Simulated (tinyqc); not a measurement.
Frequency dispersion of an accumulation capacitance by border traps, distributed model: two steps of the calculation.

Traps spread evenly through the insulator exchange electrons with the semiconductor by tunnelling, with tau(x) = t0 exp(2 ka x) at depth x from the interface. The admittance per area Y seen at depth x obeys dY/dx = -Y^2/(i w eps0 eox) + q Nb ln(1 + i w tau)/tau, with Y(0) = i w Cs and w = 2 pi f; the gate sees Y(tox) = G + i w C. Working variable y = Y/(i w), in uF/cm^2. Cox = eps0 eox/tox.

Inputs (values chosen for the exercise); permittivity close to that of aluminium oxide: relative permittivity of the insulator eox = 8.76; insulator thickness tox = 9.1 nm; semiconductor capacitance in accumulation Cs = 7.9 uF/cm^2; density of border traps Nb = 9e19 cm^-3 eV^-1; decay constant of the wave function in the insulator ka = 4 1/nm; time constant of a trap at the interface t0 = 3e-9 s; frequency f = 100 Hz; depth down to which the steps are taken xe = 2.3 nm.

Constants: q = 1.602176634e-19 C, eps0 = 8.8541878128e-14 F/cm where lengths are in cm. Results are converted to the units shown.

Task 1. Scales and lumped estimate. Cox; trap-free value 1/(1/Cox + 1/Cs); response depth d = ln(1/(w t0))/(2 ka), where w tau = 1; lumped estimate: all traps within d act as C_bt = q Nb d placed at d/2, so C = 1/{1/[1/(1/Cs + d/(2 eps0 eox)) + C_bt] + (tox - d/2)/(eps0 eox)}.

Find: Cox; trap-free C; d; C_bt; lumped C.

Result 1.

Cox = 0.8523 uF/cm^2
trap-free C = 0.7693 uF/cm^2
d = 1.648 nm
C_bt = 2.376 uF/cm^2
lumped C = 0.8217 uF/cm^2

The traps within reach amount to 0.301 Cs and lie in the first 18.1 % of the insulator.

Task 2. Midpoint steps through the active depth. In terms of y: dy/dx = -y^2/(eps0 eox) + s(x), s = q Nb ln(1 + z)/z, z = i w tau. 9 midpoint steps of h = xe/9: y_half = y + (h/2) y'(x, y), y(new) = y + h y'(x + h/2, y_half).

Find: x; s; y.

Result 2.

x, point 0 to 9 (nm): [0, 0.25556, 0.51111, 0.76667, 1.0222, 1.2778, 1.5333, 1.7889, 2.0444, 2.3000]
s, point 0 to 9 (uF/(cm^2 nm)): [1.4420+0.0000i, 1.4420+0.0000i, 1.4420-0.0001i, 1.4420-0.0006i, 1.4419-0.0048i, 1.4407-0.0373i, 1.3715-0.2678i, 0.5864-0.5495i, 0.0922-0.1915i, 0.0122-0.0408i]
y, point 0 to 9 (uF/cm^2): [7.9000+0.0000i, 6.6281+0.0000i, 5.7751+0.0000i, 5.1793-0.0001i, 4.7497-0.0005i, 4.4324-0.0036i, 4.1912-0.0277i, 3.9213-0.1455i, 3.5233-0.1894i, 3.1675-0.1706i]

Numbers from tinyqc (`OMP_NUM_THREADS=1 python tinyqc.py 2202144 2202145 out.jsonl`; about 0.7 s on one thread of a shared Intel Xeon 2.30GHz).
